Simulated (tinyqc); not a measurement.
From results back to parameters: five-level k.p model folded onto the conduction band. Five cases, with inputs chosen for the exercise.

Problem. The levels are known; the mass and the g factor at E = Eg are given. Find Ep and Ep2.

Second-order sums for the lowest conduction level at E: 1/m = 1 + Cm + (Ep/3)(2/E + 1/(E + Dso)) - (Ep2/3)(2/(E7 + D2 - E) + 1/(E7 - E)); g/2 = 1 + Cg - (Ep/3)(1/E - 1/(E + Dso)) - (Ep2/3)(1/(E7 - E) - 1/(E7 + D2 - E)). E is counted from the top of the valence band; E = Eg at the edge.

Case 1.

Values chosen (near those of CdTe; not measured data): Eg = 1.618 eV (gap at Gamma to the s-like level); Dso = 0.913 eV (spin-orbit splitting); E7 = 5.46 eV (upper Gamma7 conduction level, from the valence top); D2 = 0.29 eV (its spin-orbit splitting, Gamma8 above Gamma7); Cm = -0.3 (remote term in 1/m); Cg = -0.02 (remote term in g/2).

m = 0.09554691 m0
g = -0.821583

Case 2.

Values chosen (near those of InSb; not measured data): Eg = 0.235 eV (gap at Gamma to the s-like level); Dso = 0.81 eV (spin-orbit splitting); E7 = 3.14 eV (upper Gamma7 conduction level, from the valence top); D2 = 0.36 eV (its spin-orbit splitting, Gamma8 above Gamma7); Cm = -0.9 (remote term in 1/m); Cg = -0.02 (remote term in g/2).

m = 0.01355950 m0
g = -50.000323

Case 3.

Values chosen (near those of InP; not measured data): Eg = 1.416 eV (gap at Gamma to the s-like level); Dso = 0.109 eV (spin-orbit splitting); E7 = 4.82 eV (upper Gamma7 conduction level, from the valence top); D2 = 0.07 eV (its spin-orbit splitting, Gamma8 above Gamma7); Cm = -2 (remote term in 1/m); Cg = 0 (remote term in g/2).

m = 0.07872977 m0
g = 1.291371

Case 4.

Values chosen (near those of ZnSe; not measured data): Eg = 2.845 eV (gap at Gamma to the s-like level); Dso = 0.404 eV (spin-orbit splitting); E7 = 7.15 eV (upper Gamma7 conduction level, from the valence top); D2 = 0.1 eV (its spin-orbit splitting, Gamma8 above Gamma7); Cm = -2.2 (remote term in 1/m); Cg = 0 (remote term in g/2).

m = 0.15894741 m0
g = 1.291550

Case 5.

Values chosen (near those of CdTe; not measured data): Eg = 1.591 eV (gap at Gamma to the s-like level); Dso = 0.909 eV (spin-orbit splitting); E7 = 5.24 eV (upper Gamma7 conduction level, from the valence top); D2 = 0.29 eV (its spin-orbit splitting, Gamma8 above Gamma7); Cm = -0.9 (remote term in 1/m); Cg = -0.02 (remote term in g/2).

m = 0.09753347 m0
g = -0.934343

Find: coefficients of (Ep, Ep2); right-hand sides 1/m - 1 - Cm and 1 + Cg - g/2; Ep, Ep2.

Solution. Both sums are linear in Ep and Ep2, so two equations fix them.

Case 1.

coefficients of (Ep, Ep2) (1/eV):
```
         1         2
1  0.54373  -0.24810
2  0.07432   0.00609
```

right-hand sides 1/m - 1 - Cm and 1 + Cg - g/2: 9.7661  1.3908

Ep, Ep2 (eV): 18.60  1.40

Case 2.

coefficients of (Ep, Ep2) (1/eV):
```
         1         2
1  3.15586  -0.31893
2  1.09946   0.01265
```

right-hand sides 1/m - 1 - Cm and 1 + Cg - g/2: 73.6490  25.9802

Ep, Ep2 (eV): 23.60  2.60

Case 3.

coefficients of (Ep, Ep2) (1/eV):
```
         1         2
1  0.68939  -0.28983
2  0.01683   0.00197
```

right-hand sides 1/m - 1 - Cm and 1 + Cg - g/2: 13.7017  0.3543

Ep, Ep2 (eV): 20.80  2.20

Case 4.

coefficients of (Ep, Ep2) (1/eV):
```
         1         2
1  0.33692  -0.22877
2  0.01457   0.00176
```

right-hand sides 1/m - 1 - Cm and 1 + Cg - g/2: 7.4914  0.3542

Ep, Ep2 (eV): 24.00  2.60

Case 5.

coefficients of (Ep, Ep2) (1/eV):
```
         1         2
1  0.55236  -0.26060
2  0.07618   0.00673
```

right-hand sides 1/m - 1 - Cm and 1 + Cg - g/2: 10.1529  1.4472

Ep, Ep2 (eV): 18.90  1.10

Computed by tinyqc, one run a case: `OMP_NUM_THREADS=1 python tinyqc.py N N+1 out.jsonl` with N = 1081090, 1081097, 1081119, 1081133, 1081134; one thread of a shared Intel(R) Xeon(R) Processor @ 2.30GHz, about 0.01 s a run at most.
